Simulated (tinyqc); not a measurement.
Inside a calculation. Model: ion implantation: universal nuclear stopping, Lindhard-Scharff electronic stopping and a Gaussian range profile. Computed by tinyqc, a small Python program that keeps every step. Command: `OMP_NUM_THREADS=1 python tinyqc.py 3005186 3005187 out.jsonl implant walk`. One thread of a shared host (Intel(R) Xeon(R) Processor @ 2.30GHz), about 0.05 s of CPU time with the checks. Intermediate numbers are printed to about 6 digits and carried at full precision; extremes and crossings named in words are read from the listed rows.

An ion slows by elastic collisions with screened nuclei and by friction with electrons; channelling is ignored and the target is uniform.

Inputs (values chosen for the exercise, modelled on carbon ions in aluminium):
```
quantity                                 value     unit
ion atomic number Z1                         6        -
ion mass M1                                 12        u
target atomic number Z2                     13        -
target mass M2                           26.98        u
target density N                          60.2   1/nm^3
ion energy E                               220      keV
scale factor of electronic stopping k        1        -
dose Q                                 4.8e+13   1/cm^2
background C_B                         4.9e+16   1/cm^3
displacement energy E_d                     25       eV
tilt angle                                  30  degrees
screen thickness d                          10       nm
```

Follow-up: tilt and screen oxide.

## Stopping at the entry energy

Reduced energy eps = 32.53 M2 E/(Z1 Z2 (M1 + M2)(Z1^0.23 + Z2^0.23)), E in keV; s_n = ln(1 + 1.1383 eps)/(2 (eps + 0.01321 eps^0.21226 + 0.19593 eps^0.5)) for eps up to 30 and ln(eps)/(2 eps) above; S_n = 8.462 Z1 Z2 M1 s_n/((M1 + M2)(Z1^0.23 + Z2^0.23)) in 1e-15 eV cm^2. S_e = k 3.83 Z1^(7/6) Z2/(Z1^(2/3) + Z2^(2/3))^(3/2) sqrt(E/M1) in 1e-15 eV cm^2, E in keV. dE/dx = N (S_n + S_e); 1e-15 eV cm^2 = 0.1 eV nm^2.

reduced energy eps = 19.1636

s_n = 0.0780048

S_n = 4.78292 x 1e-15 eV cm^2

S_e = 65.7072 x 1e-15 eV cm^2

energy loss dE/dx = 424.351 eV/nm

Electronic stopping carries 93 % of the loss at entry.

## Range and straggle

Path length R = int_0^E dE'/(N (S_n + S_e)); energy lost to nuclei nu = int_0^E S_n/(S_n + S_e) dE' (both with E' = E y^3 and 64 Gauss-Legendre points in y). Estimates of Lindhard type: R_p = R/(1 + M2/(3 M1)), straggle dR_p = (2/3) R_p sqrt(M1 M2)/(M1 + M2).

path length R = 733.538 nm

projected range R_p = 419.298 nm

straggle dR_p = 129.033 nm

energy lost to nuclei nu = 44.4547 keV

20 % of the energy goes to nuclei over the whole path. Caution: the estimates of R_p and dR_p assume mainly nuclear stopping and an ion not much lighter than the target; here they are rough, and for light ions in heavy targets the straggle can be low by a factor of two or more.

## Gaussian profile

C(x) = C_p exp(-(x - R_p)^2/(2 dR_p^2)) with C_p = Q/(sqrt(2 pi) dR_p), 1 nm = 1e-7 cm; the profile falls to the background at x_j = R_p + dR_p sqrt(2 ln(C_p/C_B)); the peak atomic fraction is C_p/N.

peak concentration C_p = 1.48406e+18 1/cm^3

Depth x_j where C falls to C_B = 756.304 nm

peak atomic fraction = 2.46521e-05

## Damage

Kinchin-Pease count with efficiency 0.8: N_d = 0.8 nu/(2 E_d), taking all of nu as damage energy (an upper estimate, as recoils also lose energy to electrons). Spread over a depth R_p + dR_p, displacements per atom = Q N_d/(N (R_p + dR_p)).

displacements per ion N_d = 711.276

displacements per atom = 0.0103429

One displacement per atom would need a dose of 4.6e15 per cm^2 if no defects annealed.

## Tilt and screen

Depths scale with cos(tilt): R_p cos and dR_p cos (lateral straggle ignored); the screen stops like the target. Fraction in the substrate = (1/2) erfc((d - R_p cos)/(sqrt2 dR_p cos)); peak depth below the screen = R_p cos - d.

fraction in the substrate = 0.999211

peak depth below the screen = 353.122 nm

0.079 % of the dose does not reach the substrate.

## Nuclear against electronic stopping over energy

The formulas are those given above.

Stopping (1e-15 eV cm^2) and range:
```
E (keV)          eps      S_n      S_e   R (nm)      nu/E
1        8.71072e-02  18.9684   4.4300    11.23  0.840889
2        1.74214e-01  20.9209   6.2649    17.75  0.814986
5        4.35536e-01  21.4340   9.9057    34.57  0.760312
10       8.71072e-01  19.7986  14.0088    59.94  0.696077
20       1.74214e+00  16.6241  19.8115   107.15  0.605911
50       4.35536e+00  11.4410  31.3247   233.08  0.450451
100      8.71072e+00   7.8709  44.2998   408.22  0.324899
200      1.74214e+01   5.0971  62.6494   685.47  0.215130
500      4.35536e+01   2.6566  99.0574  1274.03  0.112035
```

Nuclear stopping peaks near 5 keV among these rows (eps = 0.44; the universal curve peaks near 0.3). Electronic stopping overtakes it between 10 and 20 keV. The path length grows as E^0.66 at the low end and E^0.68 at the high end; constant stopping would give E^1, and stopping that rises with E, be it nuclear (below its peak) or electronic, gives a lower exponent.

Checks made by the program: range against adaptive quadrature (relative difference 1e-06).
